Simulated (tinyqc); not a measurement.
Do the excited 1s states matter for ionisation? Model: valley-orbit splitting of a donor ground state, with strain. Computed by tinyqc, a small Python program. Command: `OMP_NUM_THREADS=1 python tinyqc.py 3005934 3005935 out.jsonl valleyorbit walk`. One thread of a shared host (Intel(R) Xeon(R) Processor @ 2.30GHz), about 0.01 s of CPU time with the checks.

The basis is the 1s envelope in each valley; energies are counted from the unstrained conduction-band edge. The strain is e_s (a a^T - 1/3) for the unit stress axis a, so valley j along n_j moves by Xi_u e_s w_j with w_j = (n_j.a)^2 - 1/3: +1/6 for x and y, -1/3 for z. The splitting at the zone boundary that a [110] shear adds for <100> valleys is left out.

Inputs (values chosen for the exercise, for a model many-valley semiconductor): single-valley binding energy E_0 = 34.6 meV; central-cell shift Lambda = 7.38 meV; coupling Delta_1 = 2.13 meV; coupling Delta_2 = 2.79 meV; shear deformation potential Xi_u = 9.03 eV; donor density N_D = 3.5e+14 cm^-3; density-of-states mass of one valley m_e = 0.333 m_0.

Valleys: six along <100>. Stress axis: [110].

Constants: k_B = 8.617333262e-05 eV/K; m_0 = 9.1093837015e-31 kg; k_B = 1.380649e-23 J/K; h = 6.62607015e-34 J s.

Method:
- By symmetry: E(A1) = E_0 + Lambda + 4 Delta_1 + Delta_2 (one state), E(T2) = E_0 + Lambda - Delta_2 (three), E(E) = E_0 + Lambda - 2 Delta_1 + Delta_2 (two), as binding energies.
- H_jj = -(E_0 + Lambda) + Xi_u e_s w_j; H_jk = -Delta_2 between opposite valleys and -Delta_1 between perpendicular ones.
- z = sum over levels of exp(-(E - E_ground)/k_B T), the ground-state share being 1/z; N_c = 2 (2 pi m_e k_B T/h^2)^(3/2) sum_j exp(-(shift_j - lowest shift)/k_B T); n1 = N_c/(2 z) exp(-binding/k_B T), binding = lowest shift - E_ground; without compensation n = 2 N_D/(1 + sqrt(1 + 4 N_D/n1)) (Boltzmann statistics; p and higher states left out).
- No strain here. The last two columns set z = 1, with the A1 depth, or use one level at E_0 with z equal to the number of valleys.

E(A1) = 53.29 meV

Ionised share:
```
T (K)       z  all 1s states  ground state alone  no splitting
31     1.0320     1.6976e-03          1.7246e-03       0.02302
52     1.2444     1.2012e-01          1.3302e-01       0.37198
77     1.6498     6.2786e-01          7.1085e-01       0.85123
110    2.1972     9.4136e-01          9.7157e-01       0.97603
150    2.7519     9.8864e-01          9.9581e-01       0.99410
250    3.6642     9.9862e-01          9.9962e-01       0.99905
410    4.4058     9.9970e-01          9.9993e-01       0.99976
```

z grows from 1.032 to 4.41 of at most 6. Leaving out the excited states overstates the ionised share by up to 13.2 % (at 77.0 K); ignoring the splitting misses by a factor 13.6 at the lowest T and 1.00 at the highest.

Extremes, crossings and ranges named in words are read from the listed rows.
